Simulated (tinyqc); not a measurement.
What moves the count of states: density of states of one tight-binding band on the simple cubic lattice.

E(k) = -2 t (c1 + c2 + c3) - 4 t2 (c1 c2 + c2 c3 + c3 c1) with ci = cos(2 pi ki); k in fractions of the reciprocal vectors, mesh k_i = j/N with j = 0 .. N-1. Densities are per cell and per spin, so the band holds one state.

Each cube of the mesh, corners numbered 0 to 7 as the binary number (i j l), is cut into six tetrahedra around the diagonal 0-7: 0137, 0157, 0237, 0267, 0457, 0467. For corner energies e1 <= e2 <= e3 <= e4 and eij = ei - ej, the share of the tetrahedron below E is n = (E - e1)^3/(e21 e31 e41) for e1 < E < e2; n = [e21^2 + 3 e21 x + 3 x^2 - (e31 + e42) x^3/(e32 e42)]/(e31 e41) with x = E - e2 for e2 < E < e3; n = 1 - (e4 - E)^3/(e41 e42 e43) for e3 < E < e4; its density of states is g = dn/dE.

Gaussian broadening: g(E) = mean over the mesh of exp(-(E - E_k)^2/(2 sigma^2))/(sigma sqrt(2 pi)), n(E) = mean of erfc((E_k - E)/(sigma sqrt 2))/2.

Values chosen for the exercise: t = 0.74 eV (nearest hopping); t2 = 0 eV (second hopping); E = 0.59 eV (energy at which the density is wanted); sigma = 0.074 eV (Gaussian width).

Linear method and Gaussian sum with N = 14.

Results for these values:

| case | n linear | g linear (1/eV) | n Gaussian | g Gaussian (1/eV) |
|---|---|---|---|---|
| base | 0.6159 | 0.1966 | 0.6134 | 0.0810 |

What happens to each result for t2 = 0.037 eV, all else kept?

Answer: n linear falls from 0.6159 to 0.5992; g linear rises from 0.1966 to 0.2008; n Gaussian falls from 0.6134 to 0.6018; g Gaussian rises from 0.0810 to 0.1342.

The same for each parameter in turn:

| case | n linear | g linear (1/eV) | n Gaussian | g Gaussian (1/eV) |
|---|---|---|---|---|
| base | 0.6159 | 0.1966 | 0.6134 | 0.0810 |
| t = 0.814 eV | 0.6053 | 0.1790 | 0.6091 | 0.0856 |
| E = 0.664 eV | 0.6304 | 0.1962 | 0.6207 | 0.1284 |
| sigma = 0.148 eV | 0.6159 | 0.1966 | 0.6139 | 0.1494 |
| t2 = 0.037 eV | 0.5992 | 0.2008 | 0.6018 | 0.1342 |

(tinyqc, `OMP_NUM_THREADS=1 python tinyqc.py 1682713 1682714 out.jsonl`, Intel(R) Xeon(R) Processor @ 2.30GHz, 1 thread, shared host, about 0.2 s.)
